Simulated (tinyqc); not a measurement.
Interface roughness in a thin film (subband fluctuation and scattering): one step. Sensitivity of the level to thickness. Two cases, with inputs chosen for the exercise.

Problem. Give E1, G, the hard-wall values and the rms fluctuation G D.

Square well of width t, barriers V0, c = hbar^2/2m0: E1 solves k t + 2 atan[(k/mz)/(kappa/mb)] = pi, k = sqrt(mz E/c), kappa = sqrt(mb (V0 - E)/c). One interface is rough, so the subband edge fluctuates by G dt with G = |dE1/dt| (central difference of 0.01 angstrom; 2 E1/t for hard walls).

Constants: hbar^2/2m0 = 3.80998211 eV angstrom^2.

Case 1.

Values chosen (near those of a thin GaN channel; the results hold for these values, not for the real material): t = 40 angstrom (film thickness); mz = 0.197 m0 (confinement mass); V0 = 1.86 eV (barrier); mb = 0.33 m0 (barrier mass); D = 3.7 angstrom (rms height of the roughness).

Case 2.

Values chosen (near those of a thin Si channel on (100), two-fold valleys; the results hold for these values, not for the real material): t = 36 angstrom (film thickness); mz = 0.898 m0 (confinement mass); V0 = 3.02 eV (barrier); mb = 0.47 m0 (barrier mass); D = 3.4 angstrom (rms height of the roughness).

Give: E1; G = |dE1/dt|; hard walls: E1 (meV) and G (meV/angstrom); G D.

Solution.

Case 1.

E1 = 81.73 meV
G = |dE1/dt| = 3.3849 meV/angstrom

hard walls: E1 (meV) and G (meV/angstrom): 119.299  5.965

G D = 12.52 meV

Hard walls overstate G by a factor 1.76, and the scattering rate, which goes as G^2, by 3.11.

Case 2.

E1 = 29.43 meV
G = |dE1/dt| = 1.5600 meV/angstrom

hard walls: E1 (meV) and G (meV/angstrom): 32.310  1.795

G D = 5.30 meV

Hard walls overstate G by a factor 1.15, and the scattering rate, which goes as G^2, by 1.32.

Computed by tinyqc, one run a case: `OMP_NUM_THREADS=1 python tinyqc.py N N+1 out.jsonl` with N = 1251542, 1251560; one thread of a shared Intel(R) Xeon(R) Processor @ 2.30GHz, about 0.01 s a run at most.
